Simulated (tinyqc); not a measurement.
Finite-difference solution of the diffusion equation on a small grid. Changing the time step dt. Computed by tinyqc, a small Python program. Command: `OMP_NUM_THREADS=1 python tinyqc.py 3022213 3022214 out.jsonl fdiff sweep`. One thread of a shared host (Intel(R) Xeon(R) Processor @ 2.30GHz), about 0.01 s of CPU time with the checks.

dC/dt = D d2C/dx2 on nodes x_j = j dx, j = 0..8; the far end is sealed.

Inputs (values chosen for the exercise):
```
quantity,value,unit
diffusivity D,0.054,nm^2/s
grid spacing dx,20,nm
final time t_f,28000,s
loss velocity h,0.0014,nm/s
```

Boundary at x = 0: surface loss. Scheme: explicit.

start values C_j, j = 0, 1, ... (% of a reference): [74, 100, 75.6, 39.9, 4.73, 0, 0, 0, 0]

Method:
- The operator M acts as (M C)_j = C_(j-1) - 2 C_j + C_(j+1); at the sealed far end a mirror node gives 2 C_(N-2) - 2 C_(N-1); at j = 0, the outward flux h C_0 gives 2 C_1 - (2 + 2 h dx/D) C_0.
- r = D dt/dx^2.
- With r = D dt/dx^2: (1 - theta r M) C(new) = (1 + (1 - theta) r M) C(old); theta = 0 explicit, 1 implicit, 1/2 Crank-Nicolson.
- The run takes n = round(t_f/dt) steps of length t_f/n.
- The dose is the trapezoidal sum of C dx; the error is the largest difference from exp(M D t/dx^2) C(0), the exact time evolution on the same grid.

One run for each value:
```
time step dt (s),largest error at t_f (%),mesh ratio r,final C_4 (%),final dose (% nm)
109.375,0.065,0.0148,25.49,3536
218.750,0.130,0.0295,25.51,3535
437.500,0.260,0.0591,25.55,3532
875.000,0.521,0.1181,25.62,3526
1750.000,1.044,0.2362,25.75,3514
```

What does the table show, and why?

Over the rows, largest error at t_f (%) rises from 0.0649 to 1.04 (exponent d ln y / d ln x about 1.0 throughout). The exponent of largest error at t_f stays at 1: first order in the step.

Extremes, crossings and ranges named in words are read from the listed rows.
